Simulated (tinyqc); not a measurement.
Gaps across the alloy: alloy A(1-x)B(x) by interpolation with bowing.

Each gap follows E(x) = (1 - x) E_A + x E_B - C x (1 - x); the lattice constant follows Vegard, a(x) = (1 - x) a_A + x a_B.

Constants: hc = 1239.841984 eV nm.

Inputs chosen for the exercise (A near GaAs, B near InAs; the results hold for these values, not for the real material):
- a = (5.659, 6.052) angstrom (lattice constant of A, B)
- Eg = (1.516, 0.417) eV (gap at Gamma to the s-like level of A, B)
- EgX = (1.99, 1.45) eV (gap to the lowest valley along Gamma-X of A, B)
- EgL = (1.805, 1.122) eV (gap to L of A, B)
- C = (0.548, 1.313, 0.291) eV (bowing of the Gamma, X and L gaps)

Eleven compositions.

Gaps (eV):
```
x    a (angstrom)  Gamma      X      L  lowest  wavelength (nm)
0.0        5.6590  1.516  1.990  1.805   Gamma              818
0.1        5.6983  1.357  1.818  1.711   Gamma              914
0.2        5.7376  1.209  1.672  1.622   Gamma             1026
0.3        5.7769  1.071  1.552  1.539   Gamma             1157
0.4        5.8162  0.945  1.459  1.462   Gamma             1312
0.5        5.8555  0.830  1.392  1.391   Gamma             1495
0.6        5.8948  0.725  1.351  1.325   Gamma             1710
0.7        5.9341  0.632  1.336  1.266   Gamma             1963
0.8        5.9734  0.549  1.348  1.212   Gamma             2258
0.9        6.0127  0.478  1.386  1.164   Gamma             2596
1.0        6.0520  0.417  1.450  1.122   Gamma             2973
```

The lowest valley is Gamma at every x. The Gamma gap is monotonic, since its bowing (0.548 eV) is smaller than the difference of the end gaps (1.099 eV); at x = 0.5 bowing lowers it by C/4 = 0.137 eV.

Program tinyqc; command `OMP_NUM_THREADS=1 python tinyqc.py 1051514 1051515 out.jsonl`; about 0.01 s on one thread of a shared Intel(R) Xeon(R) Processor @ 2.30GHz.
